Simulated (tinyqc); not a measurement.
Worked calculation: size effects in the resistivity of thin metal films and interconnect lines. Computed by tinyqc, a small Python program that keeps every step. Command: `OMP_NUM_THREADS=1 python tinyqc.py 3026491 3026492 out.jsonl size walk`. One thread of a shared host (Intel(R) Xeon(R) Processor @ 2.30GHz), about 0.01 s of CPU time with the checks. Intermediate numbers are printed to about 7 digits and carried at full precision; extremes and crossings named in words are read from the listed rows.

Electrons lose their drift at surfaces (a share 1 - p of the hits) and at grain boundaries (reflection R), besides bulk scattering.

Inputs (values chosen for the exercise, modelled on gold):

| quantity | value | unit |
|---|---|---|
| bulk resistivity rho_b | 2.12 | microohm cm |
| bulk mean free path lambda | 38.4 | nm |
| specularity p | 0.73 | - |
| grain-boundary reflection R | 0.53 | - |
| film thickness h | 14 | nm |
| grain size over thickness | 2.1 | - |

Geometry: film.

## Grain size

D = (ratio) h.

grain size D = 29.4 nm

## Grain boundaries

Mayadas-Shatzkes: alpha = (lambda/D) R/(1 - R); rho_b/rho = 1 - 3 alpha/2 + 3 alpha^2 - 3 alpha^3 ln(1 + 1/alpha).

alpha = 1.472861

rho/rho_b from grains = 3.013391

The linear estimate 1 + 3 alpha/2 gives 3.209, 7 % high; at large alpha the slope is 4/3.

## Surfaces

Fuchs-Sondheimer film: rho_b/rho = 1 - (3/(2 kappa))(1 - p) int_0^1 (s - s^3)(1 - exp(-kappa/s))/(1 - p exp(-kappa/s)) ds, f = rho/rho_b, kappa = thickness/lambda, 80 Gauss-Legendre points.

kappa = h/lambda = 0.3645833

rho/rho_b from surfaces = 1.282324

The thick-film form 1 + 3 (1 - p)/(8 kappa) gives 1.278, a deviation of -0.4 %.

## Resistivity of the film

Both together (Mayadas-Shatzkes film): rho_b/rho = (rho_b/rho of the grains alone) - (6/(pi kappa))(1 - p) int_0^(pi/2) dphi int_0^1 ds (cos^2 phi/H^2)(s - s^3)(1 - exp(-kappa H/s))/(1 - p exp(-kappa H/s)), H = 1 + alpha/(cos phi sqrt(1 - s^2)), 40 x 80 Gauss-Legendre points. Sheet resistance rho/h; additive estimate rho_b (f_surface + f_grain - 1).

resistivity rho = 6.954458 microohm cm

sheet resistance = 4.967470 ohm

additive estimate = 6.986915 microohm cm

error of the additive estimate = 0.4667022 %

Adding the two excesses (Matthiessen's rule) is 0.5 % high.

## Exact and approximate surface terms

Thick-film form 1 + 3 (1 - p)/(8 kappa); thin-film form (4/3)((1 - p)/(1 + p))/(kappa ln(1/kappa)).

Rho/rho_b:

| kappa | h (nm) | exact | thick-film form | thin-film form |
|---|---|---|---|---|
| 0.01 | 0.384 | 6.917888 | 11.12500 | 4.518671 |
| 0.02 | 0.768 | 4.391743 | 6.06250 | 2.659653 |
| 0.05 | 1.92 | 2.608924 | 3.02500 | 1.389260 |
| 0.1 | 3.84 | 1.898663 | 2.01250 | 0.903734 |
| 0.2 | 7.68 | 1.489588 | 1.50625 | 0.646476 |
| 0.5 | 19.2 | 1.209347 | 1.20250 | - |
| 1 | 38.4 | 1.106309 | 1.10125 | - |
| 2 | 76.8 | 1.052762 | 1.05062 | - |
| 5 | 192 | 1.020665 | 1.02025 | - |
| 10 | 384 | 1.010229 | 1.01012 | - |

The thick-film form is within 5 % down to kappa = 0.2; at kappa = 0.01 it is 1.61 times the exact value and the thin-film form 0.65 times. The resistivity doubles between 1.92 and 3.84 nm. Rows thinner than about 5 nm only illustrate the formulas.

Checks made by the program: grain-boundary formula against its angular integral 3 int_0^1 c^3/(c + alpha) dc (relative difference below 1e-10); combined formula at alpha -> 0 against Fuchs-Sondheimer (relative difference 1e-07).
